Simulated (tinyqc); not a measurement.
# Admittance spectroscopy of a deep trap: what changes with what

Schottky contact on an n-type layer with shallow donors Nd (all ionised) and a donor-like deep trap, neutral when filled and positive when empty; depletion approximation. Traps within lam of the depletion edge stay filled. The traps at xt = W - lam, where the level crosses the Fermi level, follow a slow signal and not a fast one. w = 2 pi f.

Values chosen for this exercise; material values close to those of silicon: relative permittivity eps_r = 11.7; conduction-band density of states at 300 K Nc = 2.85e19 cm^-3; thermal velocity at 300 K vth = 2.4e7 cm/s; shallow donor density Nd = 5.7e15 cm^-3; built-in voltage Vbi = 0.66 V; depth of the trap below the conduction edge Et = 0.27 eV; capture cross-section sn = 1.2e-17 cm^2; trap density Nt = 8.6e15 cm^-3; reverse bias Vr = 0 V; temperature T = 279 K.

Constants: q = 1.602176634e-19 C, kB = 1.380649e-23 J/K, eps0 = 8.8541878128e-14 F/cm where lengths are in cm. Results are converted to the units shown.

Each table varies one quantity; the others keep the values above.

## Effect of the trap density

Emission rate en = sn vth(T) Nc(T) exp(-Et/kB T) = sn g T^2 exp(-Et/kB T), g = vth Nc/(300 K)^2, as vth goes as T^0.5 and Nc as T^1.5 (degeneracy factor 1). lam = sqrt(2 eps0 eps_r (EF - ET)/(q Nd)), EF - ET = Et - (kB T/q) ln(Nc(T)/Nd), Nc(T) = Nc (T/300 K)^1.5. In the steady state at the band bending V, 2 eps0 eps_r V/q = Nd W^2 + Nt (W - lam)^2 (the second term only if W > lam). V = Vbi + Vr. C_HF = eps0 eps_r/W, C_LF = eps0 eps_r (Nd + Nt)/(Nd W + Nt xt). Inflection frequency w0 = 2 en [1 + Nt xt/(Nd W)]; C = C_HF + (C_LF - C_HF)/(1 + (w/w0)^2), G/w = (C_LF - C_HF)(w/w0)/(1 + (w/w0)^2).

Results:
```
Nt (cm^-3)	W (nm)	step (% of C_HF)	w0/(2 en)
1.2e14	385.1	0.6687	1.014
2.4e14	383.3	1.325	1.028
4.9e14	379.6	2.656	1.058
1e15	372.7	5.228	1.117
2.1e15	359.6	10.24	1.241
8.8e15	310.2	32.05	1.926
1.8e16	276.4	51.71	2.741
```

Estimate the missing row, Nt = 4.3e15 cm^-3.

Computed row:
```
Nt (cm^-3)	W (nm)	step (% of C_HF)	w0/(2 en)
4.3e15	339.0	18.68	1.478
```

With this row back in the table: The step rises from 0.669 to 51.7 %, as Nt^(0.99) between the first two rows and Nt^(0.67) between the last two, and w0/(2 en) rises from 1.01 to 2.74: for Nt near Nd the rule w0 = 2 en overstates the cross-section by that factor.

## Effect of the bias

Same model as above.

V = Vbi + Vr.

Effect of the bias:
```
Vr (V)	W (nm)	xt/W	C_HF (nF/cm^2)	step (nF/cm^2)	step (% of C_HF)
0	311.2	0.6014	33.28	10.49	31.53
0.9	445.3	0.7214	23.27	4.683	20.13
1.7	532.6	0.7670	19.45	3.169	16.29
2.6	614.2	0.7980	16.87	2.333	13.83
3.4	677.5	0.8169	15.29	1.892	12.38
4.3	741.6	0.8327	13.97	1.563	11.19
5.1	793.8	0.8437	13.05	1.354	10.37
6	848.3	0.8537	12.21	1.178	9.644
```

Read the table: what changes, and by how much?

xt/W rises from 0.601 to 0.854 since lam stays at 124 nm, and the relative step falls from 31.5 to 9.64 %: the nearer xt lies to W in proportion, the less the traps add.

tinyqc, about 0.01 s, one thread, Intel Xeon 2.30GHz (shared host): `OMP_NUM_THREADS=1 python tinyqc.py 2050109 2050110 out.jsonl`
